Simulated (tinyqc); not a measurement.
# Changing the bond stretching alpha

Model: Keating valence-force model of a tetrahedral crystal. Computed by tinyqc, a small Python program. Command: `OMP_NUM_THREADS=1 python tinyqc.py 3021358 3021359 out.jsonl keating sweep`. One thread of a shared host (Intel(R) Xeon(R) Processor @ 2.30GHz), about 0.03 s of CPU time with the checks.

Atom A sits at 0 and atom B at a/4 (1,1,1) of an fcc lattice; the four bonds from A are t = a/4 (1,1,1), a/4 (1,-1,-1), a/4 (-1,1,-1), a/4 (-1,-1,1), of length d = sqrt(3) a/4. Energy: E = (3 alpha/(8 d^2)) sum over bonds (r.r - d^2)^2 + (3 beta/(8 d^2)) sum over pairs of bonds at one atom (r_i.r_j + d^2/3)^2, with beta_A for the six pairs at A and beta_B for the six at B. The cell holds two atoms, Omega = a^3/4. 1 N/m = 1 J/m^2. With constants fitted to the elastic moduli this model puts optical and zone-boundary frequencies of real crystals too high, by up to about 20 % in elemental crystals and up to about 50 % in compounds, and mostly by more for TA modes; in compounds the lattice part of the static dielectric constant then comes out too low.

Inputs (values chosen for the exercise, modelled on zinc selenide):
```
quantity             value      unit
lattice constant a   5.668  angstrom
mass M_A             65.38         u
mass M_B             78.97         u
bond bending beta_A   4.12       N/m
bond bending beta_B   3.69       N/m
```

Structure: zinc blende.

Constants: nu for 1 eV/(angstrom^2 u) = 15.6333042 THz; 1 eV/angstrom^2 = 16.02176634 J/m^2; 1 THz = 33.35640952 1/cm.

Method:
- beta = (beta_A + beta_B)/2; C11 = (alpha + 3 beta)/a, C12 = (alpha - beta)/a, C44 = 4 alpha beta/(a (alpha + beta)); with the two sublattices clamped C44(0) = (alpha + beta)/a; internal-strain parameter zeta = (alpha - beta)/(alpha + beta); B = (C11 + 2 C12)/3.
- beta = (beta_A + beta_B)/2; mu = M_A M_B/(M_A + M_B); lambda = 4 (alpha + beta)/mu with the springs in eV/angstrom^2; nu = 15.6333042 THz x sqrt(lambda).
- With displacements u exp(i q.r), each bracket changes by g.u, where g = (g_A, g_B): bond t, g = (-2 t, 2 t exp(i q.t)); pair (i, j) at A, g = (-(t_i + t_j), t_i exp(i q.t_j) + t_j exp(i q.t_i)); pair at B, g = (-t_i exp(-i q.t_j) - t_j exp(-i q.t_i), t_i + t_j). Then D_mn = sum over the 4 bonds and 12 pairs of (4 k/a^2) conj(g_m) g_n / sqrt(M_m M_n), with k = alpha or beta converted to eV/angstrom^2. Only the short-range forces enter; the Coulomb field of the charges is left out.
- An eigenvalue lambda of D in eV/(angstrom^2 u) gives nu = 15.6333042 THz x sqrt(lambda).
- Take the lowest frequency at X = (1, 0, 0) 2 pi/a, the transverse acoustic (TA) mode.

One run for each value; columns: (1) bond stretching alpha (N/m); (2) nu_TO at G (THz); (3) bulk modulus B (GPa); (4) C44 (GPa); (5) TA frequency at X (THz); (6) internal-strain parameter zeta:
```
(1)     (2)    (3)    (4)    (5)     (6)
16.9   5.96   32.1  22.39  2.566  0.6246
20.7   6.48   38.8  23.18  2.567  0.6826
25.2   7.05   46.8  23.86  2.567  0.7317
30.7   7.68   56.5  24.45  2.568  0.7743
37.4   8.39   68.3  24.95  2.568  0.8109
45.6   9.19   82.7  25.38  2.568  0.8422
55.6  10.08  100.4  25.75  2.569  0.8688
67.8  11.06  121.9  26.06  2.569  0.8911
```

What does the table show, and why?

Over the rows, nu_TO at G (THz) rises from 5.96 to 11.1 (exponent d ln y / d ln x 0.41 between the first rows and 0.47 between the last); bulk modulus B (GPa) rises from 32.1 to 122 (exponent d ln y / d ln x about 0.96 throughout); C44 (GPa) rises from 22.4 to 26.1 (exponent d ln y / d ln x 0.17 between the first rows and 0.060 between the last); TA frequency at X (THz) rises from 2.5662 to 2.5689; internal-strain parameter zeta rises from 0.625 to 0.891 (exponent d ln y / d ln x 0.44 between the first rows and 0.13 between the last). At the high end the exponent of nu_TO at G is 0.47, close to 0.50: the optical mode mostly stretches bonds. B = (alpha + beta/3)/a and the optical mode follow the bond stretching; C44 needs the angles to bend and saturates towards 4 beta/a, and zeta tends to 1 as bonds become rigid.

Extremes, crossings and ranges named in words are read from the listed rows.
